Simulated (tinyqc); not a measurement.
From results back to parameters: carrier statistics of a doped semiconductor with parabolic bands. Two cases, with inputs chosen for the exercise.

Problem. With Boltzmann statistics and no minority carriers, n (n + NA)/(ND - NA - n) = K(T) = (N(T)/2) exp(-E/kB T), E the ionisation energy of the majority dopant and N = 2 (m kB T/(4 pi c))^(3/2) with c = hbar^2/2m0, in 1/angstrom^3; times 1e24 for 1/cm^3, m = m_d. The density below was computed from a hidden E.

Constants: hbar^2/2m0 = 3.80998211 eV angstrom^2; kB = 8.617333262e-05 eV/K.

Find: K(Ta); E.

Method. The left side gives K; then E = kB T ln(N/(2 K)).

Case 1.

Values chosen (near those of InP; shifted at random, so the results belong to these values and not to a real crystal):
- ND = 2.8e+15 1/cm^3 (donors)
- NA = 5.2e+12 1/cm^3 (acceptors)
- m_d = 0.077 m0 (density-of-states mass of the majority band)
- Ta = 10 K

n(Ta) = 8.0530e+13 1/cm^3

Solution.

K(Ta) = 2.54e+12 1/cm^3
E = 0.0056 eV

Case 2.

Values chosen (near those of GaSb; shifted at random, so the results belong to these values and not to a real crystal):
- ND = 1e+15 1/cm^3 (donors)
- NA = 3.9e+14 1/cm^3 (acceptors)
- m_d = 0.04 m0 (density-of-states mass of the majority band)
- Ta = 10 K

n(Ta) = 2.8342e+13 1/cm^3

Solution.

K(Ta) = 2.04e+13 1/cm^3
E = 0.0029 eV

Computed by tinyqc, one run a case: `OMP_NUM_THREADS=1 python tinyqc.py N N+1 out.jsonl` with N = 1682486, 1682560; one thread of a shared Intel(R) Xeon(R) Processor @ 2.30GHz, about 0.01 s a run at most.
